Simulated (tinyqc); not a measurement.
Interstitial-substitutional diffusion of a fast metal impurity in a wafer (kick-out and dissociative mechanisms): one step, computed by the program tinyqc.

The metal moves as an interstitial A_i and dissolves on lattice sites either by kicking out a self-interstitial (A_i = A_s + I) or by filling a vacancy (A_i + V = A_s). With A_i at its solubility, local equilibrium and c = C_s/C_s*, self-interstitials and vacancies obey C_I/C_I* = 1/c and C_V/C_V* = c.

Problem. Diffusivity against concentration. In defect-free silicon dc/dt = d/dx [(D_K/c^2 + D_F) dc/dx], c = 1 at both faces. D_K = D_I C_I*/C_s* and D_F = D_V C_V*/C_s*. The two terms are equal at c* = sqrt(D_K/D_F). Take c = 1, 0.5, 0.2, 0.1, 0.03 and 0.01.

Inputs (values chosen for the exercise, loosely like those of gold in silicon): temperature T = 1000 C.

D_K = 3.726418e-10 cm^2/s

D_F = 3.030956e-10 cm^2/s

Give: c*; Effective diffusivity (cm^2/s).

Solution.

c* = 1.109

Effective diffusivity (cm^2/s):
```
c     kick-out term      total
1.00      3.726e-10  6.757e-10
0.50      1.491e-09  1.794e-09
0.20      9.316e-09  9.619e-09
0.10      3.726e-08  3.757e-08
0.03      4.140e-07  4.143e-07
0.01      3.726e-06  3.727e-06
```
